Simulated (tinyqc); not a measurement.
# Length offset and series resistance from crossing lines

Question. R_total = Rs + k (L - dL)/Vo with constant Rs, dL and k. Find k, dL and Rs.

R_total at (L, Vo) = (60, 0.43), (120, 0.43), (60, 0.88) and (120, 0.88), L in nm and Vo in V (ohm um): [411.30233, 662.46512, 313.47727, 436.20455]

Solution. At each overdrive R is a straight line in L with slope k/Vo; the two lines cross at L = dL, R = Rs.

k = 1.800 ohm um V/nm
dL = 14.30 nm
Rs = 220.0 ohm um

Computed by the program tinyqc: `OMP_NUM_THREADS=1 python tinyqc.py 2282073 2282074 out.jsonl`, one thread of a shared Intel Xeon 2.30GHz, about 0.03 s for the whole run.
